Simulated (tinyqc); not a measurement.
Capacitances against the relative permittivity between the lines.

Endless row of lines of width wl, height tl and space sl between grounded planes at distance hd; e2 fills the gaps beside the lines, e1 the rest. Laplace's equation is solved on meshes of 3, 6 and 12 steps per unit u and extrapolated (Aitken), which is good to about 0.2 %. C_even (all lines at 1 V) is the capacitance Cg to the planes; C_odd (neighbours in antiphase) = Cg + 4 Cc if only nearest neighbours couple, which defines Cc; total with quiet neighbours Cg + 2 Cc. Plate values 2 eps0 e1 wl/hd and eps0 e2 tl/sl.

Inputs (values chosen for the exercise):

| symbol | value | unit | meaning |
|---|---|---|---|
| e1 | 2.7 |  | relative permittivity above and below the lines |
| wl | 4 | u | line width, in units u |
| tl | 6 | u | line height |
| sl | 8 | u | space between lines |
| hd | 8 | u | distance to each plane |

Constants: eps0 = 8.8541878128e-12 F/m. Results are converted to the units shown.

The same in every row: plate Cg (aF/um) = 23.9.

Results:
```
e2   Cg (aF/um)  Cc (aF/um)  Cg + 2 Cc (aF/um)  C_odd (aF/um)  plate Cc (aF/um)  share of coupling, 2 Cc/(Cg + 2 Cc) (%)
1          59.3        11.8               83.0            107              6.64                                     28.5
1.5        61.0        15.0               90.9            121              9.96                                     33.0
2          62.2        18.2               98.6            135              13.3                                     36.9
2.5        63.2        21.4                106            149              16.6                                     40.4
3.9        65.1        30.5                126            187              25.9                                     48.4
5          66.1        37.7                141            217              33.2                                     53.3
7          67.3        50.8                169            271              46.5                                     60.2
```

Estimate the missing row, e2 = 3.

Computed row:
```
e2  Cg (aF/um)  Cc (aF/um)  Cg + 2 Cc (aF/um)  C_odd (aF/um)  plate Cc (aF/um)  share of coupling, 2 Cc/(Cg + 2 Cc) (%)
3         64.0        24.6                113            162              19.9                                     43.5
```

With this row back in the table: As e2 goes from 1 to 7, Cg rises from 59.3 to 67.3 aF/um, Cc rises from 11.8 to 50.8 aF/um and the share of coupling rises from 28.5 to 60.2 %. Cg is 2.48 times its plate value in the first row and 2.81 times in the last; for Cc the ratios are 1.78 and 1.09. Neighbours in antiphase raise the load by a factor of 1.29 and 1.60 over quiet ones.

Computed by the program tinyqc: `OMP_NUM_THREADS=1 python tinyqc.py 2790168 2790169 out.jsonl`, one thread of a shared Intel Xeon 2.30GHz, about 1 s for the whole run.
